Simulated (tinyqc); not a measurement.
A log to judge: molecular dynamics of a small cluster by velocity Verlet steps. Computed by tinyqc. Command: `OMP_NUM_THREADS=1 python tinyqc.py 3015489 3015490 out.jsonl verlet walk`. One thread of a shared host (Intel(R) Xeon(R) Processor @ 2.30GHz), about 0.08 s of CPU time with the checks.

E = sum_i {sum_j A exp(-p (r_ij/r0 - 1)) - xi sqrt(rho_i)}, rho_i = sum_j exp(-2 q (r_ij/r0 - 1)); the force on i is -sum_j w_ij (R_i - R_j)/r_ij with w_ij = -(2p/r0) A exp(-p (r_ij/r0 - 1)) + (xi q/r0) exp(-2 q (r_ij/r0 - 1)) (rho_i^(-1/2) + rho_j^(-1/2)).

Inputs (values chosen for the exercise, for model atoms):
```
quantity,value,unit
length r0,2.56,angstrom
repulsion A,0.14,eV
hopping xi,2.21,eV
decay p,10.8,-
decay q,2.37,-
atomic mass M,140,u
time step dt,49,fs
steps,300,-
target temperature T0,100,K
coupling time tau,100,fs
```

Potential: Gupta. Thermostat: Berendsen.

starting positions (angstrom):
```
,x,y,z
atom 1,0.04,-0.01,-0.03
atom 2,2.35,-0.01,0.02
atom 3,1.18,2.07,0.01
atom 4,1.21,0.67,1.97
```

starting velocities (angstrom/fs):
```
,x,y,z
atom 1,-0.00079,-0.00076,-0.00117
atom 2,0.00083,-0.00031,0.00039
atom 3,0.00114,-0.0002,-0.0012
atom 4,-0.00118,0.00128,0.00198
```

Constants: 1 eV/(angstrom u) = 9.648533212e-03 angstrom/fs^2; k_B = 8.617333262e-05 eV/K.

Method. Velocity Verlet: a = c F/M with c = 9.648533212e-3 angstrom/fs^2 per eV/(angstrom u); R(new) = R + v dt + a dt^2/2; v(new) = v + (a + a(new)) dt/2. Kinetic energy K = M v^2/(2c); temperature T = 2K/((3N - 3) k_B), rotation of the cluster included. After each step v is scaled by sqrt(1 + (dt/tau)(T0/T - 1)). Spread = largest minus smallest value. The test of the step is the spread (largest minus smallest) of the total energy over the run without thermostat, against the spread of K; the step passes below 5 %. The mean T is over the second half.

Course of the run (evenly spaced rows):
```
step,t (fs),U (eV),K (eV),U + K (eV),T (K)
0,0,-1.44803e+01,0.0960452,-1.43843e+01,247.680
21,1029,-6.18741e-07,0.0750598,7.50591e-02,193.563
42,2058,-3.12410e-07,0.0387780,3.87777e-02,100.000
63,3087,-1.61965e-07,0.0387780,3.87778e-02,100.000
84,4116,-8.39659e-08,0.0387780,3.87779e-02,100.000
105,5145,-4.35279e-08,0.0387780,3.87780e-02,100.000
126,6174,-2.25639e-08,0.0387780,3.87780e-02,100.000
147,7203,-1.16962e-08,0.0387780,3.87780e-02,100.000
168,8232,-6.06260e-09,0.0387780,3.87780e-02,100.000
189,9261,-3.14238e-09,0.0387780,3.87780e-02,100.000
210,10290,-1.62871e-09,0.0387780,3.87780e-02,100.000
231,11319,-8.44147e-10,0.0387780,3.87780e-02,100.000
252,12348,-4.37501e-10,0.0387780,3.87780e-02,100.000
273,13377,-2.26741e-10,0.0387780,3.87780e-02,100.000
294,14406,-1.17509e-10,0.0387780,3.87780e-02,100.000
```

Can the last value be used, and what does the course show?

No. The total energy spreads by 100 % of the swings of K: with omega_max dt = 2.50 the step is too long, beyond the stability limit of 2. Reruns converge with time step dt = 6.1. Reruns still fail with time step dt = 34.0.
